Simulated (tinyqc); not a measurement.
Specific resistance of a metal-semiconductor contact and its transmission-line measurement: one step, computed by the program tinyqc.

The barrier is parabolic (depletion approximation), energies E are normal energies counted from the band edge in the neutral semiconductor (downwards for holes), and the bias is zero. xi is an input, held fixed when other inputs move.

Problem. Transmission and supply. WKB transmission for E < E_b, with a = E/E_b: D = exp{-(E_b/E_00) [sqrt(1 - a) - a ln((1 + sqrt(1 - a))/sqrt(a))]}; D = 1 above. f = 1/(1 + exp((E - xi)/k_B T)).

Inputs (values chosen for the exercise, modelled on n-type In0.53Ga0.47As): Fermi level above the band edge in the bulk, xi = 0.04 eV; temperature T = 77 K.

Image-force lowering: left out.

barrier used, above the bulk band edge = 0.22 eV

E_00 = 17.60658 meV

Constants: k_B = 8.617333262e-05 eV/K.

Give: E, D, f and D f at E/E_b = 0.05, 0.15, 0.3, 0.45, 0.6, 0.75, 0.9, 0.98.

Solution.

E, D, f and D f at E/E_b = 0.05, 0.15, 0.3, 0.45, 0.6, 0.75, 0.9, 0.98:
```
E/E_b  E (eV)          D          f        D f
0.05   0.0110  2.003e-05  9.875e-01  1.978e-05
0.15   0.0330  1.999e-04  7.417e-01  1.483e-04
0.30   0.0660  2.688e-03  1.949e-02  5.239e-05
0.45   0.0990  2.020e-02  1.375e-04  2.777e-06
0.60   0.1320  9.891e-02  9.516e-07  9.412e-08
0.75   0.1650  3.329e-01  6.585e-09  2.192e-09
0.90   0.1980  7.642e-01  4.557e-11  3.482e-11
0.98   0.2156  9.766e-01  3.211e-12  3.136e-12
```
